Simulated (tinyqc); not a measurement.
From holding power q back to process temperature: rapid thermal processing of a wafer: radiative balance, ramp and cooling, pattern effects, pyrometer error and spike budget. Computed by tinyqc, a small Python program. Command: `OMP_NUM_THREADS=1 python tinyqc.py 3110683 3110684 out.jsonl rtp inv`. One thread of a shared host (Intel(R) Xeon(R) Processor @ 2.30GHz), about 0.05 s of CPU time with the checks.

The wafer is opaque and uniform through its thickness unless said otherwise; temperatures in formulas are in kelvin (C + 273.15). sigma = 5.670374419e-12 W/(cm^2 K^4).

Inputs (values chosen for the exercise, modelled on a hot silicon wafer):

| quantity | value | unit |
|---|---|---|
| wafer thickness d | 775 | micrometre |
| heat capacity per volume C | 2.21 | J/(cm^3 K) |
| thermal conductivity k | 0.24 | W/(cm K) |
| emissivity eps of each face | 0.55 | - |
| reflectivity of the chamber walls r | 0.2 | - |
| gas heat-transfer coefficient h, both faces together | 4.4 | mW/(cm^2 K) |
| wall temperature T_w | 350 | K |
| ramp rate | 44 | K/s |

Method. Effective emissivity between parallel grey plates: eps_eff = 1/(1/eps + 1/(1 - r) - 1). Loss per area q(T) = 2 eps_eff sigma (T^4 - T_w^4) + h (T - T_w). Absorbed power during a ramp = q(T) + C d x ramp rate; thermal time constant tau = C d/(dq/dT), dq/dT = 8 eps_eff sigma T^3 + h; natural cooling rate q/(C d); front-to-back difference under one-sided heating at the end of the ramp = (absorbed power) d/(2 k).

Question. A run gave the result below. Find the process temperature, known to lie between 720 and 1100 C.

holding power q = 17.3431 W/cm^2

Answer.

Each step takes the trial c = (a f_b - b f_a)/(f_b - f_a), f being the result less the target and a, b, c the logarithms of the listed values; c replaces end b, the old b replaces a if the sign of f changed, and otherwise f_a is halved.

Scan of the range:

| process temperature (C) | holding power q (W/cm^2) |
|---|---|
| 720 | 8.0823 |
| 773 | 9.5487 |
| 829 | 11.3184 |
| 890 | 13.5324 |
| 955 | 16.2571 |
| 1020 | 19.4013 |
| 1100 | 23.9147 |

False position (Illinois rule, in the logarithm of the input) inside the bracket:

| step | end a | end b | trial | holding power q (W/cm^2) |
|---|---|---|---|---|
| 1 | 955.00 | 1020.00 | 976.969 | 17.2706 |
| 2 | 1020.00 | 976.97 | 978.402 | 17.3385 |
| 3 | 1020.00 | 978.40 | 978.585 | 17.3471 |
| 4 | 978.40 | 978.58 | 978.500 | 17.3431 |
| 5 | 978.58 | 978.50 | 978.500 | 17.3431 |

Holding power q rises at every point of a 13-point scan of the range (every second point is shown), so one value fits; it is bracketed by 955 and 1020. Answer: process temperature = 978.5 C.
